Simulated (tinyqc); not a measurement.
Comparisons within one model: deformation-potential model of the Delta valleys of a conduction band. A value that a table varies takes the place of the one given here.

Valleys with axes along x, y and z, each a pair at +k and -k. Herring-Vogt shift of a valley with unit axis a: dE = Xd tr(e) + Xu a.e.a. Non-degenerate shares n_i = exp(-dE_i/kT)/sum_j exp(-dE_j/kT). Inverse mass tensor of a valley: (1 - a a)/mt + a a/ml; the masses are taken as independent of strain.

s11 = (C11 + C12)/((C11 - C12)(C11 + 2 C12)), s12 = -C12/((C11 - C12)(C11 + 2 C12)), s44 = 1/C44; exx = s11 sxx + s12 (syy + szz) and cyclic, exy = s44 sxy/2; tension is positive. A uniaxial stress X along the unit vector n is s_ij = X n_i n_j. Biaxial (001) means sxx = syy = X.

Constants: kB = 8.617333262e-05 eV/K.

Parameters, chosen for this exercise (near those of Si; shifted at random, so the results belong to these values and not to a real crystal): ml = 0.884 m0 (longitudinal mass); mt = 0.182 m0 (transverse mass); Xd = 1.18 eV (dilation potential); Xu = 9.68 eV (uniaxial potential); C11 = 171.7 GPa; C12 = 64.6 GPa; C44 = 77.6 GPa; load = biaxial (001) (kind of stress); T = 150 K (temperature); X1 = 0.7 GPa (size of the stress); X = 0.7 GPa (stress).

## Sweep of a biaxial (001) stress

m_c = 1/(u.M.u) along [1-10] with M = sum_i n_i (inverse mass tensor); gain against zero stress at a fixed scattering time.

Results:

| X (GPa) | spread (meV) | lowest edge (meV) | n x | n y | n z | m_c (m0) | gain (%) |
|---|---|---|---|---|---|---|---|
| -1.50 | 135.6 | -89.1 | 0.500 | 0.500 | 0.000 | 0.3019 | -18.0 |
| -0.75 | 67.8 | -44.6 | 0.499 | 0.499 | 0.003 | 0.3013 | -17.9 |
| -0.30 | 27.1 | -17.8 | 0.471 | 0.471 | 0.058 | 0.2908 | -14.9 |
| 0.00 | 0.0 | 0.0 | 0.333 | 0.333 | 0.333 | 0.2475 | 0.0 |
| 0.30 | 27.1 | -9.3 | 0.099 | 0.099 | 0.803 | 0.1975 | 25.4 |
| 0.75 | 67.8 | -23.2 | 0.005 | 0.005 | 0.990 | 0.1828 | 35.4 |
| 1.50 | 135.6 | -46.4 | 0.000 | 0.000 | 1.000 | 0.1820 | 36.0 |

Along [1-10] the gain is -18.0 % at -1.50 GPa and +36.0 % at 1.50 GPa. The slope at zero stress (from +/- 0.001 GPa), +83.9 % per GPa, carried to the ends would give -126 and +126 %; the response falls behind at both ends, as it saturates once the spread passes a few kT (kT = 12.9 meV, spread up to 136 meV).

## Gain for each load and current direction

Each load has the size X1. Gain m_c(0)/m_c - 1 in per cent from repopulation alone, m_c = 1/(u.M.u), M = sum_i n_i (inverse mass tensor); biaxial means sxx = syy.

Gain (%); + is tension, - compression:

| load | [100] | [010] | [001] | [110] | [1-10] | [111] |
|---|---|---|---|---|---|---|
| uniaxial [110] (+) | 28.0 | 28.0 | -56.1 | 28.0 | 28.0 | 0.0 |
| uniaxial [110] (-) | -15.8 | -15.8 | 31.5 | -15.8 | -15.8 | 0.0 |
| uniaxial [100] (+) | 35.6 | -17.8 | -17.8 | 8.9 | 8.9 | 0.0 |
| uniaxial [100] (-) | -70.4 | 35.2 | 35.2 | -17.6 | -17.6 | 0.0 |
| uniaxial [111] (+) | 0.0 | 0.0 | 0.0 | 0.0 | 0.0 | 0.0 |
| uniaxial [111] (-) | 0.0 | 0.0 | 0.0 | 0.0 | 0.0 | 0.0 |
| biaxial (001) (+) | 35.2 | 35.2 | -70.4 | 35.2 | 35.2 | 0.0 |
| biaxial (001) (-) | -17.8 | -17.8 | 35.6 | -17.8 | -17.8 | 0.0 |

The largest gain is +35.6 %, for uniaxial [100] (+) with the current along [100] and biaxial (001) (-) with the current along [001]; for a [110] channel it is +35.2 %, under biaxial (001) (+). No gain or loss appears under uniaxial [111]: the valleys stay equivalent (in real silicon shear also changes the masses, which this model leaves out).

## Temperature and repopulation

The load is fixed; m_c along [1-10] as 1/(u.M.u).

Results:

| T (K) | kT (meV) | n x | n y | n z | m_c (m0) |
|---|---|---|---|---|---|
| 50 | 4.31 | 0.000 | 0.000 | 1.000 | 0.1820 |
| 77 | 6.64 | 0.000 | 0.000 | 1.000 | 0.1820 |
| 150 | 12.93 | 0.007 | 0.007 | 0.985 | 0.1831 |
| 225 | 19.39 | 0.036 | 0.036 | 0.929 | 0.1873 |
| 300 | 25.85 | 0.074 | 0.074 | 0.852 | 0.1933 |
| 400 | 34.47 | 0.121 | 0.121 | 0.758 | 0.2013 |
| 500 | 43.09 | 0.158 | 0.158 | 0.685 | 0.2081 |

The largest share falls from 1.000 at 50 K to 0.685 at 500 K (equal shares: 0.333); m_c goes from 0.1820 to 0.2081, against 0.2475 without stress. Only spread/kT enters, so the small-stress response goes as 1/T.

## What each parameter does

Spread of the valley edges, lowest edge, largest share and m_c along [1-10]. Each row changes one parameter from the base and keeps the others.

Results:

| case | spread (meV) | lowest edge (meV) | largest share | m_c (m0) |
|---|---|---|---|---|
| base | 63.27 | -21.68 | 0.9852 | 0.1831 |
| ml = 0.707 m0 | 63.27 | -21.68 | 0.9852 | 0.1830 |
| mt = 0.146 m0 | 63.27 | -21.68 | 0.9852 | 0.1469 |
| Xd = 1.416 eV | 63.27 | -20.58 | 0.9852 | 0.1831 |
| Xu = 7.744 eV | 50.61 | -16.24 | 0.9617 | 0.1848 |
| C11 = 137.36 GPa | 93.13 | -38.94 | 0.9985 | 0.1821 |
| C12 = 77.52 GPa | 71.95 | -29.08 | 0.9924 | 0.1826 |
| C44 = 62.08 GPa | 63.27 | -21.68 | 0.9852 | 0.1831 |
| X = 0.84 GPa | 75.92 | -26.01 | 0.9944 | 0.1824 |
| T = 120 K | 63.27 | -21.68 | 0.9956 | 0.1823 |

The largest shifts from the base row, up to three for each result and ties (the steps differ in size, so this ranks the rows, not the parameters). spread (meV): C11 +29.86, X +12.65, Xu -12.65; unchanged at the printed digits by ml, mt, Xd, C44 and T. lowest edge (meV): C11 -17.27, C12 -7.41, Xu +5.43; unchanged at the printed digits by ml, mt, C44 and T. largest share: Xu -0.0236, C11 +0.0133, T +0.0104; unchanged at the printed digits by ml, mt, Xd and C44. m_c (m0): mt -0.0362, Xu +0.0017, C11 -0.0010; unchanged at the printed digits by Xd and C44. Xd moves all valleys together, so it shifts the edge and nothing else.

tinyqc: `OMP_NUM_THREADS=1 python tinyqc.py 1080681 1080682 out.jsonl`; about 0.02 s, one thread, shared Intel(R) Xeon(R) Processor @ 2.30GHz.
